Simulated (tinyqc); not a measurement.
Permeation of metal atoms or ions through a thin barrier or dielectric: time lag, field-aided drift and lifetime: one step, computed by the program tinyqc. Command: `OMP_NUM_THREADS=1 python tinyqc.py 3022296 3022297 out.jsonl barrier walk`. One thread of a shared host (Intel(R) Xeon(R) Processor @ 2.30GHz), about 0.01 s of CPU time with the checks.

The film 0 < x < d is empty at first; C = C0 at x = 0 and C = 0 at x = d. dC/dt = D d2C/dx2 - v dC/dx with drift v = D z e V/(k_B T d) (uniform field, no space charge).

Question. Time to the critical dose. Steady flux J = (D C0/d) P/(1 - exp(-P)); time lag in units of d^2/D: s_L = [P (1 + exp(-P))/(1 - exp(-P)) - 2]/P^2 (P = 0: J = D C0/d, s_L = 1/6). Dose through the film Q(s) = C0 d {f (s - s_L) - 2 exp(P/2) sum_(n=1..200) (-1)^n n^2 pi^2 exp(-l_n s)/l_n^2}, l_n = n^2 pi^2 + P^2/4, f = P/(1 - exp(-P)) the relative flux. Temperatures in kelvin are T(C) + 273.15. Solve Q = Q_c for s. At the use temperature D and P take T_u, with the same C0 and V; 1 year = 3.15576e7 s.

Inputs (values chosen for the exercise, for a model case: singly charged ions through a dielectric):
```
quantity                                   value    unit
thickness d                                   28      nm
prefactor D0                                 2.5  cm^2/s
activation energy E                         1.21      eV
concentration at the source side C0      1.5e+14  1/cm^3
charge number z                                1       -
voltage V (positive drives ions across)     0.32       V
critical dose Q_c                          1e+09  1/cm^2
test temperature T                           100       C
use temperature T_u                           85       C
```

Peclet number P = 9.951617

time scale d^2/D = 68973.52 s

Constants: k_B = 8.617333262e-05 eV/K.

Give: s at the critical dose; failure time at T; failure time at T_u.

Answer.

s at the critical dose = 0.3195

failure time at T = 22040 s

failure time at T_u = 0.003250 years

Caution: grain boundaries, pinholes, trapping and space charge are left out; thin real barriers usually fail at defects.
